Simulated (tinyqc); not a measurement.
# Hot electrons in a saturated n-channel MOSFET, lucky-electron model, step by step

tinyqc, about 0.01 s, one thread, Intel Xeon 2.30GHz (shared host): `OMP_NUM_THREADS=1 python tinyqc.py 2550022 2550023 out.jsonl` Printed values are rounded.

Beyond pinch-off the lateral field grows as Esat cosh(y/l) over the velocity-saturated region (pseudo-two-dimensional model). Impact ionisation in this region gives the substrate current, which biases the body forward through Rsub. Currents are per width. Local-field laws: they overstate ionisation when the field peak is narrower than an energy relaxation length.

Values chosen for this exercise; values close to those of silicon n-channel devices: channel length L = 0.25 um; oxide thickness tox = 5.9 nm; junction depth xj = 88 nm; threshold VT = 0.71 V; effective mobility mu = 260 cm^2/(V s); saturation velocity vs = 9.3e6 cm/s; ionisation prefactor Ai = 2e6 1/cm; ionisation field Bi = 1.81 MV/cm; resistance of the lightly doped drain Rd = 700 ohm um; substrate resistance Rsub = 5400 ohm um; fall of VT per volt of forward body bias kb = 0.41; hot-electron mean free path lm = 9.2 nm; oxide barrier pb = 3.2 V; prefactor of the gate current Cg = 0.0031; lifetime exponent m = 3.2; lifetime constant Hl = 25000 s uA/um; drain voltage Vd = 2.4 V; gate voltage Vg = 1.6 V.

Constants: eps0 = 8.8541878128e-14 F/cm where lengths are in cm. Results are converted to the units shown.

## Length and field scales

Cox = 3.9 eps0/tox, l = sqrt(3 tox xj), Esat = 2 vs/mu.

Cox = 0.585277 uF/cm^2
l = 39.4664 nm
Esat = 0.0715385 MV/cm
Esat L = 1.78846 V

## Iteration 1: body bias from the substrate current

Vb at the start = 0 V

Cox = 3.9 eps0/tox. Overdrive g = Vg - VT + kb Vb; Vdsat = g Esat L/(g + Esat L); Id = Cox vs (g - Vdsat); dV = Vd - Id Rd - Vdsat; Em = sqrt((dV/l)^2 + Esat^2); Isub = Id (Ai/Bi) l Em exp(-Bi/Em). Vb(new) = Rsub Isub.

Vdsat = 0.594271 V
Id = 160.968 uA/um
dV = 1.69305 V
Em = 0.434909 MV/cm
Isub = 4.75637 uA/um
Vb after iteration 1 = 0.0256844 V

## Iteration 2: body bias from the substrate current

As before.

Vdsat = 0.598947 V
Id = 164.154 uA/um
dV = 1.68614 V
Em = 0.433183 MV/cm
Isub = 4.75181 uA/um
Vb after iteration 2 = 0.0256598 V

## Course of the iteration: body bias from the substrate current

Stop when Vb changes by less than 1e-9 V, or after 60 iterations.

Course of the iteration:
```
iteration     Vb (V)  |change| (V)
1          0.0256844        0.0257
2          0.0256598       2.46e-5
3          0.0256598       2.78e-8
4          0.0256598      3.13e-11
```

Converged in 4 iterations. The changes do not fall evenly; from iteration 1 to 4 they shrink by a factor of 940 a step on average.

## Gate current, lifetime and channel shortening

Id = 164.151 uA/um
dV = 1.68615 V
Em = 0.433185 MV/cm
Isub = 4.75181 uA/um

Ig = Cg Id exp(-pb/(lm Em)); lifetime tau = (Hl/Id)(Isub/Id)^(-m); length of the saturated region dL = l ln[(dV/l + Em)/Esat]. 1 year = 3.15576e7 s.

Isub/Id = 0.0289478
Ig = 165.742 pA/um
tau = 0.404038 years
dL = 98.1604 nm

The lifetime misses ten years. Integrating Ai exp(-Bi/E) over the cosh profile gives Isub/Id = 0.0246, so the closed form is 18 % above it.
